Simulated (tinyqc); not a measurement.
Donor binding, ionisation and the Mott limit: Freeze-out.

Hydrogenic donor: Ry = (m0 q^3/(8 eps0^2 h^2)) me/eps_r^2 in eV, E0 = cc Ry, radius a = q/(8 pi eps0 eps_r E0), Mott density Nm = (0.26/a)^3. Below Nm the level sinks as Ed = E0 [1 - (N/Nm)^(1/3)]. Neutrality: Nc F12(eta) = N/(1 + 2 exp(eta + Ed/kB T)), F12(x) = (2/sqrt(pi)) int_0^infinity sqrt(u)/(1 + exp(u - x)) du.

Nc is given at 77 K and scales as T^1.5.

Values chosen for this exercise; band and dielectric values those of a made-up semiconductor: relative permittivity eps_r = 12.5; mass in the hydrogenic formula, set independently of Nc me = 0.372 m0; conduction-band density of states at 77 K Nc = 1.98e18 cm^-3; ratio of the true binding energy to the hydrogenic one cc = 1; donor density N = 1e18 cm^-3.

Constants: q = 1.602176634e-19 C, kB = 1.380649e-23 J/K, eps0 = 8.8541878128e-12 F/m, h = 6.62607015e-34 J s, m0 = 9.1093837015e-31 kg, Vt = kB T/q. Results are converted to the units shown.

Result of one run:
```
T (K)      eta  n (cm^-3)  ionised (%)  ln(n/T^0.75)
220    -2.4815  7.7699e17       77.699        37.149
```

What becomes of these results when the temperature T is changed from 220 to 80 K, all else the same?

Result of the changed run:
```
T (K)      eta  n (cm^-3)  ionised (%)  ln(n/T^0.75)
80     -1.6619  3.7368e17       37.368        37.176
```

The whole series:
```
T (K)      eta  n (cm^-3)  ionised (%)  ln(n/T^0.75)
30     -1.9711  6.4002e16       6.4002        36.147
45     -1.6600  1.5794e17       15.794        36.746
60     -1.6058  2.5585e17       25.585        37.013
80     -1.6619  3.7368e17       37.368        37.176
110    -1.8298  5.1411e17       51.411        37.256
150    -2.0803  6.4452e17       64.452        37.249
220    -2.4815  7.7699e17       77.699        37.149
300    -2.8604  8.5460e17       85.460        37.012
400    -3.2411  9.0473e17       90.473        36.853
```

The ionised share rises from 6.40 to 90.5 %. Between the first two rows ln(n/T^0.75) has the slope -4.65 meV against q/kB T; deep freeze-out without compensation gives -Ed/2 = -5.12 meV, a limit that these rows do not reach, since a large share is already ionised.

Range of the model: A sharp level with degeneracy 2 overstates freeze-out near Nm, where the impurity band broadens and merges with the conduction band.

Computed by the program tinyqc: `OMP_NUM_THREADS=1 python tinyqc.py 2330135 2330136 out.jsonl`, one thread of a shared Intel Xeon 2.30GHz, about 0.01 s for the whole run.
